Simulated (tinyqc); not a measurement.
From results back to parameters: armchair graphene nanoribbon in tight binding. Three cases, with inputs chosen for the exercise.

Problem. For an armchair ribbon without edge correction the gap is 2t times the smallest |1 + 2 cos(p pi/(N + 1))|, p = 1 to N. The gap below belongs to a hidden N between 3 and 40.

Case 1.

Values chosen (out of a larger set: near those used for graphene; not measured data): t = 2.82 eV (hopping).

gap = 0.62683 eV

Case 2.

Values chosen (out of a larger set: near those used for graphene; not measured data): t = 2.61 eV (hopping).

gap = 0.37403 eV

Case 3.

Values chosen (out of a larger set: near those used for graphene; not measured data): t = 2.64 eV (hopping).

gap = 0.71876 eV

Find: N; family.

Solution.

Case 1.

N = 15

family: 3p

Near c = -1/2 the gap is about 2 pi t/(sqrt3 (N + 1)), which gives N + 1 = 16.3; the exact formula gives 0.00000, 0.62683 and 0.61207 eV for N = 14, 15 and 16.

Case 2.

N = 24

family: 3p

Near c = -1/2 the gap is about 2 pi t/(sqrt3 (N + 1)), which gives N + 1 = 25.3; the exact formula gives 0.00000, 0.37403 and 0.36829 eV for N = 23, 24 and 25.

Case 3.

N = 12

family: 3p

Near c = -1/2 the gap is about 2 pi t/(sqrt3 (N + 1)), which gives N + 1 = 13.3; the exact formula gives 0.00000, 0.71876 and 0.69819 eV for N = 11, 12 and 13.

Computed by tinyqc, one run a case: `OMP_NUM_THREADS=1 python tinyqc.py N N+1 out.jsonl` with N = 1480594, 1480615, 1480855; one thread of a shared Intel(R) Xeon(R) Processor @ 2.30GHz, about 0.04 s a run at most.
